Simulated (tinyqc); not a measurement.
# Van der Pauw, Hall and four-point-probe measurements on a doped layer, step by step

Numbers from tinyqc (`OMP_NUM_THREADS=1 python tinyqc.py 2850177 2850178 out.jsonl`; about 0.01 s on one thread of a shared Intel Xeon 2.30GHz). Printed values are rounded.

A uniform p-type layer with sheet resistance Rs = 1/(q ns mu), point contacts, low field (mu B small).

Inputs (values chosen for the exercise):
- ns = 2.7e13 cm^-2 (sheet density of the layer)
- mu = 210 cm^2/(V s) (drift mobility)
- rH = 1.1 (Hall factor)
- B = 1 T (magnetic field)
- I = 10 uA (current)
- ar = 1.21 (side ratio a/b of a rectangular sample with corner contacts)
- t = 980 nm (thickness of the layer)

Constants: q = 1.602176634e-19 C. Results are converted to the units shown.

## Resistances and Hall voltage

Rs = 1/(q ns mu). For a rectangle with contacts at the corners, RA = (8 Rs/pi) sum_(k>=0) ln coth((2k + 1) pi a/(2 b)) with current along a short side b and voltage along the opposite one, RB the same with a and b exchanged; Hall voltage VH = rH B I/(q ns), negative for electrons.

Rs = 1100.795 ohm/square
RA = 125.3344 ohm
RB = 421.0318 ohm
VH = 0.2542837 mV

RB/RA = 3.36; for a square both equal Rs ln 2/pi = 243 ohm.

## Starting value

z = 2 ln 2/(pi (RA + RB)), exact for RA = RB.

z at the start = 0.8076474 mS

## Iteration 1: new z

The van der Pauw equation exp(-pi RA z) + exp(-pi RB z) = 1 is solved for z = 1/Rs: e1 = exp(-pi RA z), e2 = exp(-pi RB z), f = e1 + e2 - 1, f' = -pi (RA e1 + RB e2), z(new) = z - f/f'.

e1 = 0.7275949
e2 = 0.3435978
f = 0.07119268
f' = -0.7409706 kohm
z after iteration 1 = 0.9037277 mS

## Iteration 2: new z

As before.

e1 = 0.7005830
e2 = 0.3025920
f = 0.003174988
f' = -0.6760959 kohm
z after iteration 2 = 0.9084237 mS

## Iteration 3: new z

As before.

e1 = 0.6992887
e2 = 0.3007183
f = 7.022333e-6
f' = -0.6731079 kohm
z after iteration 3 = 0.9084342 mS

## Course of the iteration

Stop when the step is below 1e-10 mS, or after 40 iterations.

Course of the iteration:

| iteration | z before the step (mS) | step (mS) |
|---|---|---|
| 1 | 0.8076474 | 0.0961 |
| 2 | 0.9037277 | 4.70e-3 |
| 3 | 0.9084237 | 1.04e-5 |
| 4 | 0.9084342 | 5.13e-11 |

Converged in 4 iterations.

## Sheet density, mobility and bulk values

converged z = 0.9084342 mS

Rs = 1/z; Hall sheet density B I/(q |VH|); Hall mobility |VH|/(Rs B I); true values ns = rH times the Hall density, mu = Hall mobility/rH; bulk density ns/t, resistivity Rs t; correction factor F = Rs/[(pi/ln 2)(RA + RB)/2].

Rs = 1100.795 ohm/square
Hall sheet density = 2.454545e13 cm^-2
Hall mobility = 231 cm^2/(V s)
ns = 2.7e13 cm^-2
mu = 210 cm^2/(V s)
bulk density = 2.755102e17 cm^-3
resistivity = 0.1078779 ohm cm
F = 0.8890544

Taking the mean of RA and RB without F would overstate Rs by 12 %.
